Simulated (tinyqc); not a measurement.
## Van der Pauw, Hall and four-point-probe measurements on a doped layer: correction factor against the shape of the sample

A uniform p-type layer with sheet resistance Rs = 1/(q ns mu), point contacts, low field (mu B small).

Rs = 1/(q ns mu). For a rectangle with contacts at the corners, RA = (8 Rs/pi) sum_(k>=0) ln coth((2k + 1) pi a/(2 b)) with current along a short side b and voltage along the opposite one, RB the same with a and b exchanged. ar = a/b. F = Rs/[(pi/ln 2)(RA + RB)/2]; small-asymmetry estimate 1 - (ln 2/2) d^2 - ((ln 2)^2/4 - (ln 2)^3/12) d^4 with d = (RB - RA)/(RB + RA).

Values chosen for this exercise: sheet density of the layer ns = 5.8e11 cm^-2; drift mobility mu = 58 cm^2/(V s).

Constants: q = 1.602176634e-19 C. Results are converted to the units shown.

Result of one run:
```
ar  RA (ohm)  RB (ohm)   RB/RA        F  estimate of F
2     1764.6  2.0821e5  117.99  0.38992        0.57867
```

What becomes of these results when the side ratio a/b of a rectangular sample with corner contacts ar is changed from 2 to 1.29, all else the same?

Result of the changed run:
```
ar    RA (ohm)  RB (ohm)   RB/RA        F  estimate of F
1.29     16426     83598  5.0894  0.81853        0.82491
```

The whole series:
```
ar    RA (ohm)  RB (ohm)   RB/RA        F  estimate of F
1        40936     40936  1.0000   1.0000         1.0000
1.14     26331     60384  2.2933  0.94416        0.94436
1.29     16426     83598  5.0894  0.81853        0.82491
1.43     10578  1.0677e5  10.094  0.69766        0.72542
1.57    6813.4  1.3092e5  19.215  0.59443        0.65773
1.71    4388.7  1.5570e5  35.479  0.51141        0.61668
1.86    2739.5  1.8272e5  66.699  0.44146        0.59168
2       1764.6  2.0821e5  117.99  0.38992        0.57867
```

RB/RA rises from 1.00 to 118 and F falls from 1.00 to 0.390. The estimate is 0.78 % above F at a/b = 1.29 and 48 % above it in the last row. RA shrinks about as exp(-pi a/b): by a factor of 1.55 between the last two rows, against 1.55.

Numbers from tinyqc (`OMP_NUM_THREADS=1 python tinyqc.py 2850180 2850181 out.jsonl`; about 0.01 s on one thread of a shared Intel Xeon 2.30GHz).
